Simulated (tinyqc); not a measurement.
Tunnelling through a gate dielectric with the two-band (Franz) dispersion, WKB transmission and Tsu-Esaki current: one step of the calculation.

Electrons leave the emitter at x = 0. Energies E (motion across the layers) are in eV from the emitter Fermi level; the collector Fermi level lies at -V and offers states at every E. No charge in the dielectric and no image force: F1 = V/t1, U = phi1 - F1 x. With C = hbar^2/(2 m0), kappa = sqrt(m u (1 - u/Egx)/C), u = U - E where U > E and 0 elsewhere; T(E) = exp(-S), S = 2 times the integral of kappa over x.

Task. WKB exponent by the midpoint rule. Cut each layer into nc equal cells, take U and kappa at the cell centres, and sum S = 2 sum kappa h.

Inputs (values chosen for the exercise); dielectric values close to those of aluminium oxide: barrier of layer 1 above the emitter Fermi level at zero bias phi1 = 2.53 eV; tunnelling mass of layer 1 m1 = 0.41 m0; thickness of layer 1 t1 = 3 nm; gap parameter of the two-band dispersion, set freely Egx = 6.4 eV; voltage across the dielectric V = 1.5 V; energy of the electron followed E = 0.15 eV; cells in each layer nc = 9.

Constants: q = 1.602176634e-19 C, hbar = 1.054571817e-34 J s, m0 = 9.1093837015e-31 kg, hbar^2/(2 m0) = 0.0380998212 eV nm^2. Results are converted to the units shown.

Wanted: x; U; kappa; S; T(E).

Result.

| cell | x (nm) | U (eV) | kappa (1/nm) |
|---|---|---|---|
| 0 | 0.1667 | 2.4467 | 3.9807 |
| 1 | 0.5000 | 2.2800 | 3.9106 |
| 2 | 0.8333 | 2.1133 | 3.8271 |
| 3 | 1.1667 | 1.9467 | 3.7292 |
| 4 | 1.5000 | 1.7800 | 3.6157 |
| 5 | 1.8333 | 1.6133 | 3.4852 |
| 6 | 2.1667 | 1.4467 | 3.3357 |
| 7 | 2.5000 | 1.2800 | 3.1644 |
| 8 | 2.8333 | 1.1133 | 2.9675 |

S = 21.344
T(E) = 5.3756e-10

tinyqc, about 0.03 s, one thread, Intel Xeon 2.30GHz (shared host): `OMP_NUM_THREADS=1 python tinyqc.py 2540135 2540136 out.jsonl`
